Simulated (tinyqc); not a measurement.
# Worked calculation: surface Green function of a square-lattice strip three rows wide, Sancho-Rubio decimation

Numbers from tinyqc (`OMP_NUM_THREADS=1 python tinyqc.py 2680037 2680038 out.jsonl`; about 0.07 s on one thread of a shared Intel Xeon 2.30GHz). Printed values are rounded.

A semi-infinite lead of cells 0, 1, 2, ... with H0 inside a cell and H1 = <cell i|H|cell i + 1>. A cell is one column of three sites. z = E + i eta.

Values chosen for this exercise:
- t = 1 eV (hopping along the strip)
- ty = 0.46 eV (hopping across the strip)
- u = [-0.47, -0.02, -0.06] eV (site energies of the three rows)
- E = 1.65 eV (energy)
- eta = 0.1 eV (broadening)

## The blocks

Read off from the list of hoppings.

H0 (eV):
```
	1	2	3
1	-0.47	-0.46	0
2	-0.46	-0.02	-0.46
3	0	-0.46	-0.06
```

H1 (eV):
```
	1	2	3
1	-1	0	0
2	0	-1	0
3	0	0	-1
```

## Round 1: decimation

Start with e_s = e = H0, a = H1, b = H1^dagger. Each round: g = (z - e)^(-1); e_s <- e_s + a g b; e <- e + a g b + b g a; a <- a g a; b <- b g b (all with the old a, b). Round k joins cells 2^k apart.

g (1/eV):
```
	1	2	3
1	0.502542-0.027723i	-0.148178+0.018516i	0.039435-0.007287i
2	-0.148178+0.018516i	0.686934-0.053123i	-0.183327+0.025011i
3	0.039435-0.007287i	-0.183327+0.025011i	0.631558-0.043661i
```

e_s after round 1 (eV):
```
	1	2	3
1	0.032542-0.027723i	-0.608178+0.018516i	0.039435-0.007287i
2	-0.608178+0.018516i	0.666934-0.053123i	-0.643327+0.025011i
3	0.039435-0.007287i	-0.643327+0.025011i	0.571558-0.043661i
```

e after round 1 (eV):
```
	1	2	3
1	0.53508-0.05545i	-0.75636+0.03703i	0.07887-0.01457i
2	-0.75636+0.03703i	1.35387-0.10625i	-0.82665+0.05002i
3	0.07887-0.01457i	-0.82665+0.05002i	1.20312-0.08732i
```

a after round 1 (eV):
```
	1	2	3
1	0.502542-0.027723i	-0.148178+0.018516i	0.039435-0.007287i
2	-0.148178+0.018516i	0.686934-0.053123i	-0.183327+0.025011i
3	0.039435-0.007287i	-0.183327+0.025011i	0.631558-0.043661i
```

b after round 1 (eV):
```
	1	2	3
1	0.502542-0.027723i	-0.148178+0.018516i	0.039435-0.007287i
2	-0.148178+0.018516i	0.686934-0.053123i	-0.183327+0.025011i
3	0.039435-0.007287i	-0.183327+0.025011i	0.631558-0.043661i
```

## Round 2: decimation

As before.

g (1/eV):
```
	1	2	3
1	0.573514-0.157472i	0.373017+0.143140i	-0.614889-0.011778i
2	0.373017+0.143140i	-0.406283-0.309279i	0.921070+0.153638i
3	-0.614889-0.011778i	0.921070+0.153638i	0.288700-0.284141i
```

e_s after round 2 (eV):
```
	1	2	3
1	0.068028-0.092597i	-0.347581+0.080828i	-0.287727-0.009533i
2	-0.347581+0.080828i	0.120326-0.181201i	-0.091128+0.089325i
3	-0.287727-0.009533i	-0.091128+0.089325i	0.400129-0.163901i
```

e after round 2 (eV):
```
	1	2	3
1	0.606056-0.185195i	-0.235162+0.161656i	-0.575455-0.019065i
2	-0.235162+0.161656i	0.260651-0.362402i	0.277744+0.178649i
3	-0.575455-0.019065i	0.277744+0.178649i	0.860258-0.327802i
```

a after round 2 (eV):
```
	1	2	3
1	0.035486-0.064875i	0.260597+0.062312i	-0.327162-0.002245i
2	0.260597+0.062312i	-0.546608-0.128078i	0.552198+0.064313i
3	-0.327162-0.002245i	0.552198+0.064313i	-0.171429-0.120240i
```

b after round 2 (eV):
```
	1	2	3
1	0.035486-0.064875i	0.260597+0.062312i	-0.327162-0.002245i
2	0.260597+0.062312i	-0.546608-0.128078i	0.552198+0.064313i
3	-0.327162-0.002245i	0.552198+0.064313i	-0.171429-0.120240i
```

## Course of the decimation

Stop when the largest entry of a and b is below 1e-12 eV, or after 60 rounds. The last column is -Im Tr (z - e_s)^(-1)/pi. At the end g_s = (z - e_s)^(-1), and the bulk Green function is (z - e)^(-1).

Course of the iteration:
```
round	largest |a|, |b| (eV)	surface density of states (1/eV)
1	0.689	0.762430
2	0.561	0.137558
3	0.420	0.400653
4	0.411	0.320362
5	0.140	0.350813
6	0.0200	0.356490
7	4.31e-4	0.356642
8	1.99e-7	0.356642
9	< 1e-13	0.356642
```

Converged in 9 rounds, which stand for 2^9 cells. E lies inside a band (2 open mode(s)), where only eta damps the waves, over about v/eta cells with v the group velocity in eV a cell.

## Self-energy, Dyson check and densities of states

converged surface Green function g_s (1/eV):
```
	1	2	3
1	0.613660-0.216934i	-0.061826+0.238564i	-0.135793-0.025596i
2	-0.061826+0.238564i	0.538350-0.475908i	0.059206+0.261377i
3	-0.135793-0.025596i	0.059206+0.261377i	0.679291-0.427583i
```

converged bulk Green function (1/eV):
```
	1	2	3
1	0.517008-0.552736i	0.193979+0.340227i	-0.039696+0.417596i
2	0.193979+0.340227i	0.287549-0.467971i	0.229361-0.031978i
3	-0.039696+0.417596i	0.229361-0.031978i	0.347190-0.888347i
```

Sigma = H1 g_s H1^dagger is what the lead adds to one more cell, and (z - H0 - Sigma)^(-1) must give g_s back. Densities of states: -Im of the diagonals over pi.

Sigma (eV):
```
	1	2	3
1	0.613660-0.216934i	-0.061826+0.238564i	-0.135793-0.025596i
2	-0.061826+0.238564i	0.538350-0.475908i	0.059206+0.261377i
3	-0.135793-0.025596i	0.059206+0.261377i	0.679291-0.427583i
```

(z - H0 - Sigma)^(-1) (1/eV):
```
	1	2	3
1	0.613660-0.216934i	-0.061826+0.238564i	-0.135793-0.025596i
2	-0.061826+0.238564i	0.538350-0.475908i	0.059206+0.261377i
3	-0.135793-0.025596i	0.059206+0.261377i	0.679291-0.427583i
```

```
orbital	surface density of states (1/eV)	bulk density of states (1/eV)
1	0.069052	0.175941
2	0.151486	0.148960
3	0.136104	0.282770
```

The surface cell holds 0.357 states per eV against 0.608 for a bulk cell.
